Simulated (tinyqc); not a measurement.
## Input admittance of a MOSFET at zero drain bias: distributed channel and distributed gate: dividing a fixed width into fingers

Source and drain grounded, strong inversion, w = 2 pi f, Cox = eps0 eox/tox. The channel is an RC line of resistance 1/(mu Cox Vo) per square fed from both ends, so one finger has the intrinsic admittance y = i w Cox L tanh(g)/g per width, g = (1/2) sqrt(i w tau), tau = L^2/(mu Vo). The vertical resistance rv/L is in series with y, the overlaps 2 i w Cov in parallel: y_t = 1/(1/y + rv/L) + 2 i w Cov. The gate strip is a line of Rsh/L per length loaded by y_t, so a finger has Y = y_t Wf tanh(k)/k, k = (Wf/sd) sqrt(y_t Rsh/L); the device has Nf Y.

Low-frequency limits, with c = Cox L and ct = c + 2 Cov: R_strip = Rsh Wf/(3 sd^2 L Nf), R_ch = (c/ct)^2 L/(12 mu Cox Vo Wf Nf), R_vert = (c/ct)^2 rv/(L Wf Nf), C = ct Wf Nf. Total width Wf Nf = 1.7 um; each finger also has a contact resistance Rc at each contacted end, which adds Rc/(sd Nf). The resistances are low-frequency limits, good while |k| is below about 1; the far-point signal is |1/cosh k| at f, without Rc.

Parameters, values chosen for the exercise; values of the order met in silicon radio-frequency transistors: relative permittivity of the gate insulator (close to silicon dioxide) eox = 3.9; insulator thickness tox = 5.2 nm; channel length L = 0.2 um; channel mobility mu = 420 cm^2/(V s); gate overdrive Vo = 0.61 V; sheet resistance of the gate Rsh = 22 ohm/square; vertical resistivity of the gate stack rv = 0 ohm um^2; number of ends at which a finger is contacted sd = 1; overlap and fringe capacitance on each side Cov = 0.18 fF/um; frequency f = 92 GHz.

Constants: eps0 = 8.8541878128e-14 F/cm where lengths are in cm. Results are converted to the units shown.

The same in every row: R_ch + R_vert (ohm) = 35.668.

Result of one run:
```
Nf    Wf (um)  R_strip (ohm)  Rc/(sd Nf) for Rc = 30 ohm (ohm)  sum (ohm)  signal at the far point
128  0.013281      0.0038045                           0.23438     35.906                   1.0000
```

What becomes of these results when the number of fingers Nf is changed from 128 to 32, all else the same?

Result of the changed run:
```
Nf   Wf (um)  R_strip (ohm)  Rc/(sd Nf) for Rc = 30 ohm (ohm)  sum (ohm)  signal at the far point
32  0.053125       0.060872                           0.93750     36.666                  0.99999
```

The whole series:
```
Nf    Wf (um)  R_strip (ohm)  Rc/(sd Nf) for Rc = 30 ohm (ohm)  sum (ohm)  signal at the far point
1      1.7000         62.333                            30.000     128.00                  0.98330
2     0.85000         15.583                            15.000     66.251                  0.99724
4     0.42500         3.8958                            7.5000     47.064                  0.99940
8     0.21250        0.97396                            3.7500     40.392                  0.99986
16    0.10625        0.24349                            1.8750     37.787                  0.99996
32   0.053125       0.060872                           0.93750     36.666                  0.99999
64   0.026562       0.015218                           0.46875     36.152                   1.0000
128  0.013281      0.0038045                           0.23438     35.906                   1.0000
```

R_strip falls as 1/Nf^2, from 62.3 to 0.00380 ohm, the contact term as 1/Nf, and R_ch + R_vert stays at 35.7 ohm since the total width is fixed. The sum is within a factor 1.5 of that floor from Nf = 4 on. More fingers add wiring capacitance, which is left out.

Program tinyqc, `OMP_NUM_THREADS=1 python tinyqc.py 2262161 2262162 out.jsonl`; Intel Xeon 2.30GHz, shared host, one thread, about 0.01 s.
